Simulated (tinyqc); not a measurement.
Changing the ionic charge z: Born-Mayer model of an ionic crystal AB. Computed by tinyqc, a small Python program. Command: `OMP_NUM_THREADS=1 python tinyqc.py 3018413 3018414 out.jsonl bornmayer sweep`. One thread of a shared host (Intel(R) Xeon(R) Processor @ 2.30GHz), about 0.02 s of CPU time with the checks.

Energies are per ion pair and r is the nearest distance of unlike ions.

Inputs (values chosen for the exercise, for a model salt): unlike repulsion lambda = 784 eV; range rho = 0.334 angstrom; like repulsion lambda2 = 186 eV; dispersion C between like ions = 14 eV angstrom^6.

Structure: caesium chloride. Short range: with like-ion terms.

Constants: e^2/(4 pi eps_0) = 14.39964548 eV angstrom; 1 eV/angstrom^3 = 160.2176634 GPa.

Method:
- Madelung constant M, unlike neighbours z1, like neighbours z2 at f r, volume per pair: rock salt 1.747565, 6, 12, sqrt2, 2 r^3; caesium chloride 1.762675, 8, 6, 2/sqrt3, 8 r^3/(3 sqrt3); zinc blende 1.638055, 4, 12, sqrt(8/3), 16 r^3/(3 sqrt3).
- U(r) = -M z^2 e^2/(4 pi eps_0 r) + z1 lambda exp(-r/rho) + z2 [lambda2 exp(-f r/rho) - C/(f r)^6] (one mean like-ion term for both sublattices).
- Newton steps on g(r) = U'(r), from r = 9 rho: r(new) = r - U'(r)/U''(r), with the move limited to 0.3 angstrom. Where U'' is negative, move 0.3 angstrom downhill. Stop when |U'| is below 1e-9.
- B = U''(r0)/(9 c r0), with the volume written as c r^3.

One run for each value:
```
ionic charge z  lattice energy U (eV per pair)  equilibrium distance r0 (angstrom)  bulk modulus B (GPa)
0.800                                   -4.672                              3.1161                14.947
0.883                                   -5.825                              3.0338                19.559
0.967                                   -7.143                              2.9573                25.110
1.050                                   -8.597                              2.8874                31.553
1.130                                  -10.148                              2.8246                38.746
1.220                                  -12.071                              2.7586                48.090
1.300                                  -13.945                              2.7034                57.604
```

Over the rows, lattice energy U (eV per pair) falls from -4.67 to -13.9 (exponent d ln y / d ln x about 2.3 throughout); equilibrium distance r0 (angstrom) falls from 3.12 to 2.70 (exponent d ln y / d ln x -0.27 between the first rows and -0.32 between the last); bulk modulus B (GPa) rises from 14.9 to 57.6 (exponent d ln y / d ln x about 2.8 throughout). U grows faster than z^2, because the stronger attraction also shortens r0.
